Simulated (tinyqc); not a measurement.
# Band bending at a free surface with a continuum of surface states, surface photovoltage and Kelvin probe: two studies

n-type bulk, xi = Ec - EF = Vt ln(Nc/Nd), p0 = ni^2/Nd, ni = sqrt(Nc Nv) exp(-Eg/(2 Vt)), Eg in volts. b is the upward band bending, u = b/Vt. Space charge per area, in units of q: Qc = sign(b) sqrt((2 eps0 eps_r Vt/q) [(Nd + dn)(exp(-u) - 1) + Nd u + (p0 + dn)(exp(u) - 1)]), with dn the excess density under light (flat quasi-Fermi levels; 0 in the dark). The states hold -Ds (E0 - xi - b): negative while the Fermi level lies above the neutrality level. Neutrality: Qc + Qf + (charge of the states) = 0.

Values chosen for this exercise; band and dielectric values close to those of silicon: temperature T = 300 K; band gap Eg = 1.13 eV; relative permittivity eps_r = 11.8; conduction-band density of states at T Nc = 2.79e19 cm^-3; valence-band density of states at T Nv = 2.62e19 cm^-3; donor density Nd = 1.9e17 cm^-3; fixed positive charge at the surface Qf = 0 cm^-2; density of surface states Ds = 2.5e12 cm^-2 eV^-1; depth of their neutrality level below the conduction edge E0 = 0.46 eV.

Constants: q = 1.602176634e-19 C, kB = 1.380649e-23 J/K, Vt = kB T/q, eps0 = 8.8541878128e-14 F/cm where lengths are in cm. Results are converted to the units shown.

Each table varies one quantity; the others keep the values above.

## Pinning by the surface states

b solves the neutrality condition in the dark.

Pinning by the surface states:

| Ds (cm^-2 eV^-1) | b (V) | xi + b (eV) | Qc (cm^-2) |
|---|---|---|---|
| 2.4e10 | 0.001152 | 0.1301 | 7.917e9 |
| 6.7e10 | 0.003238 | 0.1322 | 2.196e10 |
| 1.8e11 | 0.008854 | 0.1378 | 5.799e10 |
| 5.1e11 | 0.02623 | 0.1552 | 1.554e11 |
| 1.4e12 | 0.07594 | 0.2049 | 3.571e11 |
| 3.9e12 | 0.1751 | 0.3041 | 6.082e11 |
| 1.1e13 | 0.2615 | 0.3905 | 7.642e11 |
| 2.9e13 | 0.3025 | 0.4315 | 8.279e11 |
| 8.1e13 | 0.3205 | 0.4495 | 8.544e11 |

b rises from 0.00115 to 0.320 V. The Fermi level moves towards E0 = 0.46 eV and is within 10.5 meV of it in the last row; it is half-way there at the Ds that solves Ds b = Qc(b) + Qf with b = (E0 - xi)/2, 3.55e12 cm^-2 eV^-1.

## Photovoltage against injection

Same model as above.

Under chopped light the surface charge keeps its dark value, so b falls to bL with Qc(bL, dn) = Qc(b, 0); the photovoltage is b - bL.

Results:

| dn (cm^-3) | bL (V) | photovoltage (mV) | share of b removed (%) |
|---|---|---|---|
| 1.6e8 | 0.1288 | 3.153e-6 | 2.448e-6 |
| 2.1e9 | 0.1288 | 4.138e-5 | 3.213e-5 |
| 2.8e10 | 0.1288 | 5.517e-4 | 4.283e-4 |
| 3.6e11 | 0.1288 | 0.007092 | 0.005506 |
| 4.7e12 | 0.1287 | 0.09228 | 0.07164 |
| 6.2e13 | 0.1276 | 1.167 | 0.9062 |
| 8.1e14 | 0.1183 | 10.55 | 8.194 |
| 1.1e16 | 0.08727 | 41.54 | 32.25 |
| 1.8e18 | 0.01617 | 112.6 | 87.45 |

Estimate the missing row, dn = 1.4e17 cm^-3.

Computed row:

| dn (cm^-3) | bL (V) | photovoltage (mV) | share of b removed (%) |
|---|---|---|---|
| 1.4e17 | 0.04612 | 82.68 | 64.19 |

With this row back in the table: The photovoltage rises from 3.15e-6 to 113 mV, towards the full b = 129 mV. Its steepest rise is 37.2 mV a decade (Vt ln 10 = 59.5 mV), and it reaches 87.4 % of b in the last row: even strong light does not flatten the bands fully, so a saturation reading understates b. For dn = 1.8e18 the injection is high, and a Dember voltage, left out here, adds to the signal.

Program tinyqc, `OMP_NUM_THREADS=1 python tinyqc.py 2430060 2430061 out.jsonl`; Intel Xeon 2.30GHz, shared host, one thread, about 0.01 s.
